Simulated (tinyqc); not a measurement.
Adding salt: a particle near a wafer in liquid: double-layer and van der Waals forces (DLVO), deposition barrier and removal. Computed by tinyqc, a small Python program. Command: `OMP_NUM_THREADS=1 python tinyqc.py 3110711 3110712 out.jsonl dlvo walk`. One thread of a shared host (Intel(R) Xeon(R) Processor @ 2.30GHz), about 0.01 s of CPU time with the checks.

Sphere and flat wall, Derjaguin approximation, constant potentials in the linear-superposition form, no retardation and no hydration force.

Inputs (values chosen for the exercise, of the order of those for silica on silica in water): particle radius R = 40 nm; Hamaker constant A = 5.4e-21 J; potential of the particle psi_1 = -52 mV; potential of the wafer psi_2 = -14 mV; salt concentration c = 0.0001 mol/L; valence z of the symmetric salt = 1; temperature T = 293 K; dielectric constant of the liquid = 80.2.

Constants: e = 1.602176634e-19 C; N_A = 6.02214076e+23 1/mol; eps_0 = 8.8541878128e-12 F/m; k_B = 1.380649e-23 J/K; k_B = 8.617333262e-05 eV/K.

Method:
- kappa^2 = 2 z^2 e^2 N_A (1000 c)/(eps eps_0 k_B T); gamma_i = tanh(z e psi_i/(4 k_B T)); Z = 64 pi eps eps_0 (k_B T/(z e))^2 gamma_1 gamma_2.
- The barrier height is zero when U = 0 and F = 0 together: kappa h = 1 and kappa = 6 Z/(e A), e = 2.718282 here; c follows from kappa^2, with the potentials held fixed.
- U(h) = Z R exp(-kappa h) - A R/(6 h); F(h) = -dU/dh = kappa Z R exp(-kappa h) - A R/(6 h^2), positive for repulsion.
- F = 0 reads x^2 exp(-x) = y with x = kappa h and y = A kappa/(6 Z); the left side peaks at x = 2 with 4/e^2 = 0.5413, so roots exist for smaller y: x < 2 is the barrier, x > 2 the secondary minimum.
- kappa scales as sqrt(c); potentials are held fixed. A dash marks rows without a maximum.

critical concentration = 0.547589 mol/L

kappa = 0.0328068 1/nm

Z = 5.93921 pN

Against the concentration:
```
c (mol/L)  Debye length (nm)  barrier at (nm)  barrier (k_B T)  minimum at (nm)  minimum (k_B T)
5.48e-05              41.176           2.5773           51.711       4.2253e+02      -1.9009e-02
5.48e-04              13.021           1.4872           46.404       1.1464e+02      -6.8813e-02
5.48e-03               4.118           0.8789           37.314       2.9933e+01      -2.5640e-01
2.74e-02               1.841           0.6261           27.586       1.1271e+01      -6.6055e-01
1.10e-01               0.919           0.4862           16.297       4.6280e+00      -1.5411e+00
2.74e-01               0.582           0.4296            7.368       2.4639e+00      -2.7582e+00
4.93e-01               0.434           0.4124            1.134       1.5768e+00      -4.0900e+00
8.21e-01               0.336           0.4240           -4.337       1.0039e+00      -5.8942e+00
1.64e+00               0.238                -                -                -                -
```

What follows from these numbers?

At low salt the barrier tends to Z R = 58.7 k_B T; it is half of that between 0.0055 and 0.027 mol/L and changes sign at 0.55 mol/L, while the secondary minimum deepens to -4.1 k_B T at 0.9 of that. Caution: kappa R is not large, so the Derjaguin approximation is only rough at gaps of the order of the Debye length.

Extremes, crossings and ranges named in words are read from the listed rows.
